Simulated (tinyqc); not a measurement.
From results back to parameters: k.p values derived from sp3s* tight binding at Gamma. Four cases, with inputs chosen for the exercise.

Problem. The electron mass obeys m0/m = A + Ep/EG, where A gathers the direct term and the higher bands, and Ep = P^2/c with c = hbar^2/2m0, P = (a/4)(sa pc Vsapc + sc pa Vscpa). The mass comes from a hidden Vscpa (s cation, p anion); sa, sc are the anion and cation parts of S+, the upper s level at Gamma, and pa, pc those of P-, the lower p level (P+ is the upper one).

Constants: hbar^2/2m0 = 3.80998211 eV angstrom^2.

Find: Ep; Vscpa.

Method. Ep = (m0/m - A) EG gives |P|; both terms of P have the sign of sc pa, and the linear relation gives Vscpa. A is held fixed, though its part from P+ also depends on Vscpa.

Case 1.

Values chosen (out of a larger set: near a published set for InAs, fitted to gaps, whose masses and valley positions are rough; not measured data): a = 6.06 angstrom (lattice constant); Vsapc = 3.038 eV (s anion, p cation).

m = 0.0307128 m0
A = -1.53077
EG = 0.417038 eV

sa, sc, pa, pc: 0.492892  -0.870091  0.897625  -0.440761

Solution.

Ep = 14.22 eV
Vscpa = 5.38 eV

Case 2.

Values chosen (out of a larger set: near a published set for GaAs, fitted to gaps, whose masses and valley positions are rough; not measured data): a = 5.658 angstrom (lattice constant); Vsapc = 4.52 eV (s anion, p cation).

m = 0.1200895 m0
A = -1.55405
EG = 1.586338 eV

sa, sc, pa, pc: 0.547635  -0.836718  0.883522  -0.468390

Solution.

Ep = 15.67 eV
Vscpa = 5.82 eV

Case 3.

Values chosen (out of a larger set: near a published set for GaP, fitted to gaps, whose masses and valley positions are rough; not measured data): a = 5.449 angstrom (lattice constant); Vsapc = 4.292 eV (s anion, p cation).

m = 0.2591011 m0
A = -1.72194
EG = 2.920785 eV

sa, sc, pa, pc: 0.563524  -0.826100  0.887180  -0.461424

Solution.

Ep = 16.30 eV
Vscpa = 6.37 eV

Case 4.

Values chosen (out of a larger set: near a published set for Ge, fitted to gaps, whose masses and valley positions are rough; not measured data): a = 5.66 angstrom (lattice constant); Vsapc = 5.493 eV (s anion, p cation).

m = 0.0606821 m0
A = -1.76759
EG = 0.869000 eV

sa, sc, pa, pc: 0.707107  -0.707107  0.707107  -0.707107

Solution.

Ep = 15.86 eV
Vscpa = 5.49 eV

Computed by tinyqc, one run a case: `OMP_NUM_THREADS=1 python tinyqc.py N N+1 out.jsonl` with N = 1451290, 1451309, 1451312, 1451481; one thread of a shared Intel(R) Xeon(R) Processor @ 2.30GHz, about 0.01 s a run at most.
